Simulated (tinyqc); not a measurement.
Inside a calculation: strained quantum well: band edges, subbands and transparency. Values are carried at full precision from step to step, so a last printed digit may differ when a step is redone from the rounded ones.

Growth on (001), barriers unstrained: tr(e) = e (2 - nu2), Z = b e (1 + nu2); Ec = Ev + Eg + ac tr(e), E_HH = Ev + av tr(e) + Z, E_LH = Ev + av tr(e) - Z (coupling to the split-off band left out).

Constants: hbar^2/2m0 = 3.80998211 eV angstrom^2; hc = 1239.841984 eV nm; kB = 8.617333262e-05 eV/K.

Inputs chosen for the exercise (near those of a GaAsP/AlGaAs well; not measured data):
- e = 0.0025 (strain in the plane)
- nu2 = 0.924 (2 C12/C11)
- Eg = 1.51 eV (unstrained gap of the well)
- Ev = -0.833 eV (its valence edge)
- ac = -7.24 eV
- av = 1.2 eV (Ev moves by av tr(e))
- b = -1.97 eV (shear potential)
- Egb = 1.926 eV (gap of the barrier)
- Evb = -1 eV (its valence edge)
- L = 44 angstrom (well width)
- me = 0.0714 m0 (electron mass)
- g1 = 6.77 (gamma1)
- g2 = 1.95 (gamma2)
- meb = 0.1 m0
- g1b = 5.7
- g2b = 1.6
- T = 300 K (temperature)
- Br = 1.9 x 1e-4 cm^2/s (two-dimensional radiative coefficient)

## Strained band edges and offsets

Give tr(e), Z, the edges Ec, E_HH, E_LH and the well depths against the barrier.

tr(e) = 0.00269
Z = -0.0095 eV

Ec, E_HH, E_LH (eV): [0.6575, -0.8392, -0.8203]

depths for e, HH, LH (eV): [0.2685, 0.1608, 0.1797]

The well is under tension, which puts LH on top, by 19 meV; the gap becomes 1.4778 eV, -32 meV from the unstrained one.

## Subband edges

Masses along z: me, 1/(g1 - 2 g2) for HH, 1/(g1 + 2 g2) for LH, likewise in the barrier; in the plane me, 1/(g1 + g2) for HH and 1/(g1 - g2) for LH (no mixing, which understates the hole masses away from k = 0). Level n solves k L + 2 atan[(k/m)/(kappa/mb)] = n pi, k = sqrt(m E/c), kappa = sqrt(mb (V - E)/c), c = hbar^2/2m0.

Up to three electron, four HH and two LH levels, on the common energy scale, with their masses in the plane.

Subbands:
```
level   E (eV)  m in the plane
e1      0.7441          0.0714
hh1    -0.8673          0.1147
lh1    -0.8854          0.2075
hh2    -0.9450          0.1147
```

lowest transition = 1.6114 eV
wavelength hc/E = 769.4 nm

The top hole level is hh1, so the edge is mainly TE polarised; lh1 lies 18 meV lower, within kT at room temperature, so both polarisations contribute.

## Transparency density

Transparency (Bernard-Duraffourg): Fc - Fv equals the lowest transition energy with n = p, n = sum m/(2 pi c) kB T ln(1 + exp((Fc - E)/kB T)) and p likewise over the listed subbands; c = hbar^2/2m0, 1/angstrom^2 = 1e16/cm^2.

Solve for u = (Fc - e1)/kB T; give n_tr, the share of holes in the top subband and the current e Br n_tr^2 (e = 1.602177e-19 C).

u = 0.825
n_tr = 0.916 x 1e12/cm^2
share = 0.491
current density = 25.6 A/cm^2

For mirror-image bands u = 0 and n_tr = me kB T ln2/(2 pi c) = 0.534 x 1e12/cm^2; the heavier or more numerous hole states raise it by a factor 1.71.

## Checks

- Transparency for equal single subbands against m kB T ln2/(2 pi c): both 0.3743.

tinyqc: `OMP_NUM_THREADS=1 python tinyqc.py 1251817 1251818 out.jsonl`; about 0.01 s, one thread, shared Intel(R) Xeon(R) Processor @ 2.30GHz.
